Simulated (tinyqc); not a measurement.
Bulk transistor, scale length and short-channel effects: one step of the calculation.

A gate, an insulator of thickness ti and a depleted layer of depth ts on a conducting body. Below threshold the potential that source and drain add obeys Laplace's equation and vanishes on the gate and at the bottom of the depleted layer. Its lowest mode decays along the channel as exp(-k y); k is the smallest positive root of the matching condition at the interface, and the scale length is Lambda = pi/k.

Problem. Decay constant by Newton steps. f(k) = eps_r sin(k ti) cos(k ts) + ei cos(k ti) sin(k ts); f' by a central difference with +/- 1e-5 1/nm; k(new) = k - f/f'.

Inputs (values chosen for the exercise); permittivities: semiconductor close to that of gallium nitride, insulator close to that of silicon nitride:
- eps_r = 9.52 (relative permittivity of the semiconductor)
- ei = 7.75 (relative permittivity of the insulator)
- ti = 2.3 nm (insulator thickness)
- ts = 30 nm (depletion depth)

k at the start = 0.08125 1/nm

Wanted: f; f'; k after iteration 1.

Solution.

f = 3.5814
f' = -227.02 nm
k after iteration 1 = 0.097026 1/nm

Numbers from tinyqc (`OMP_NUM_THREADS=1 python tinyqc.py 2420043 2420044 out.jsonl`; about 0.01 s on one thread of a shared Intel Xeon 2.30GHz).
